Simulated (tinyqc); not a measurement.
## Trench capacitor in an array: capacitance, non-linearity, leakage and relaxation: charge lost after writing

A film between two metal electrodes, each interface adding a series capacitance ci. The small-signal permittivity is ek (1 + aq E^2); the field is found with the linear permittivity. Leakage J = J0 sinh(E/Ef). After a voltage step the film passes a relaxation current kr C V tt^(-nr), tt being the time in seconds. The sidewall is a coaxial capacitor with radii a = dm/2 - t and b = dm/2, depth AR dm; the end face is left out.

Planar film: Cf = eps0 ek/t, 1/C = 1/Cf + 2/ci, EOT = 3.9 eps0/C, effective permittivity C t/eps0, E = (V/t) C/Cf. A capacitor written for t0 and then left open loses, as a share of C V, kr (tt^(1 - nr) - t0^(1 - nr))/(1 - nr) by relaxation and J tt/(C V) by leakage; both are taken as small, and rows far outside that range are left out.

Inputs (values chosen for the exercise); permittivity of the order of that of titanium dioxide:
```
symbol,value,unit,meaning
ek,77.1,,relative permittivity of the film
t,23,nm,film thickness
ci,59,uF/cm^2,capacitance of each electrode interface (dead layer and screening)
aq,0.023,cm^2/MV^2,quadratic field coefficient of the permittivity
V,2,V,bias
nr,0.973,,exponent of the relaxation current
kr,0.00067,,strength of the relaxation
J0,1.8e-10,A/cm^2,leakage prefactor
Ef,0.39,MV/cm,field for an e-fold rise of the leakage
t0,2e-8,s,duration of the write pulse
```

Constants: eps0 = 8.8541878128e-14 F/cm where lengths are in cm. Results are converted to the units shown.

The same in every row: leakage current (nA/cm^2) = 0.6705.

Charge lost after writing:
```
tt (s),relaxation current (nA/cm^2),loss by relaxation (%),loss by leakage (%),total loss (%)
1e-6,2.489e6,0.1713,1.243e-8,0.1713
1e-5,2.648e5,0.2809,1.243e-7,0.2809
0.0001,2.818e4,0.3975,1.243e-6,0.3976
0.001,2999,0.5217,1.243e-5,0.5217
0.01,319.1,0.6538,1.243e-4,0.6539
0.1,33.96,0.7943,0.001243,0.7956
1,3.614,0.9439,0.01243,0.9563
10,0.3845,1.103,0.1243,1.227
100,0.04092,1.272,1.243,2.516
1000,0.004355,1.453,12.43,13.89
```

The two currents are equal at tt = 5.65 s. The loss by relaxation grows from 0.171 to 1.45 %, by 0.110 points over the first decade and 0.180 over the last, while the loss by leakage grows tenfold a decade. Leakage is the larger loss for tt = 1000 s. For tt = 1000 the falling voltage would already cut the leakage, so the linear estimate overstates the loss.

Numbers from tinyqc (`OMP_NUM_THREADS=1 python tinyqc.py 2102056 2102057 out.jsonl`; about 0.01 s on one thread of a shared Intel Xeon 2.30GHz).
